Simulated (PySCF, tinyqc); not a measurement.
Worked calculation: G0W0 on RHF in the sto-3g basis, for H4, spin multiplicity 1. The lowest restricted solution is unstable here: a spin-polarised one lies 0.0027 hartree lower (PySCF). One step of it, computed by the program tinyqc.

Problem. G0W0 on Hartree-Fock: LUMO. W(p,q,m) = sqrt2 sum_ia (pq|ia) (X+Y)_ia,m; Sigma_c(x) = sum_(i,m) W^2/(x - e_i + w_m) + sum_(a,m) W^2/(x - e_a - w_m); solve x = e_p + Sigma_c(x) by Newton steps; Z = 1/(1 - dSigma/dx); 1 hartree = 27.211386 eV.

orbital energies (hartree): MO1 -0.822692, MO2 -0.264688, MO3 0.365164, MO4 1.147136

Two-electron integrals over orbitals (pq|rs), unique and non-zero (hartree):
```
(11|11) 0.577947   (21|21) 0.149885   (22|11) 0.560924   (22|22) 0.574418
(31|31) 0.129675   (32|32) 0.071293   (33|11) 0.555979   (33|22) 0.539942
(33|33) 0.565223   (41|32) 0.072773   (41|41) 0.074356   (42|31) 0.124444
(42|42) 0.136041   (43|21) 0.142861   (43|43) 0.155941   (44|11) 0.566369
(44|22) 0.573075   (44|33) 0.570488   (44|44) 0.601519
```

excitation energies w (hartree): [0.741273, 1.285481, 1.770930, 2.119655]

X + Y, order 1>3, 1>4, 2>3, 2>4:
$$\begin{pmatrix}
0.000000 & 0.831089 & 0.411561 & 0.000000 \\
-0.134491 & 0.000000 & 0.000000 & 0.960724 \\
0.918643 & 0.000000 & 0.000000 & 0.044973 \\
0.000000 & -0.526635 & 0.771948 & 0.000000
\end{pmatrix}$$

Give: The 12 largest terms at x = e_p; Newton steps; quasiparticle energy of the LUMO; Hartree-Fock value.

Solution.

The 12 largest terms at x = e_p (hartree; W for the signs of X + Y given):
```
q  m       W    term
1  3  0.2113  0.0151
2  1  0.0788  0.0045
2  4  0.1034  0.0039
1  2  0.0597  0.0014
```

Newton steps (hartree):
```
step       x  Sigma_c(x)       Z
0     0.3652      0.0250  0.9897
1     0.3899      0.0247  0.9899
2     0.3899      0.0247  0.9899
```

quasiparticle energy of the LUMO = 10.6087 eV

Hartree-Fock value = 9.9366 eV
